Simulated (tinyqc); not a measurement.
Programming of a floating-gate cell by Fowler-Nordheim tunnelling: one step of the calculation.

Per tunnel area the floating gate has Ctun = 3.9 eps0/tox to the channel (0 V) and Ccg to the control gate, Ct = Ctun/(1 - ag), no other coupling. With the threshold shift U = -Q/Ccg the field is F = ag (Vg - U)/tox, and dU/dt = J/Ccg. Fowler-Nordheim: J = A F^2 exp(-B/F), A = q^2/(16 pi^2 hbar mo phi) (times 1e14 for A/cm^2 with F in V/nm, emitter mass m0), B = (4/3) sqrt(mo/C) phi^1.5, C = hbar^2/(2 m0).

Problem. Constants of the cell. A, B, Ccg = ag Ct, the starting field and current, K = A B ag/(Ccg tox), and the knee time t0 = exp(B/F(0))/K.

Inputs (values chosen for the exercise); oxide values close to those of silicon dioxide: tunnel barrier phi = 3.18 eV; tunnelling mass mo = 0.5 m0; tunnel oxide thickness tox = 6.5 nm; coupling ratio Ccg/Ct ag = 0.6; tunnel area ar = 580 nm^2; threshold shift at the start Vt0 = -1.7 V; control-gate voltage Vg = 9.9 V.

Constants: q = 1.602176634e-19 C, hbar = 1.054571817e-34 J s, m0 = 9.1093837015e-31 kg, eps0 = 8.8541878128e-14 F/cm where lengths are in cm, hbar^2/(2 m0) = 0.0380998212 eV nm^2. Results are converted to the units shown.

Wanted: A; B; Ccg; F(0); J(0); K; t0; electrons for 1 V of shift.

Solution.

A = 9.695e7 A cm^-2 (V/nm)^-2
B = 27.39 V/nm
Ccg = 0.7969 uF/cm^2
F(0) = 1.071 V/nm
J(0) = 8.640e-4 A/cm^2
K = 3.076e14 1/s
t0 = 418.3 us
electrons for 1 V of shift = 28.85

Range of the model: Programming fields of 10 MV/cm and more wear the oxide; trapping and the channel potential are ignored.

Computed by the program tinyqc: `OMP_NUM_THREADS=1 python tinyqc.py 2130111 2130112 out.jsonl`, one thread of a shared Intel Xeon 2.30GHz, about 0.01 s for the whole run.
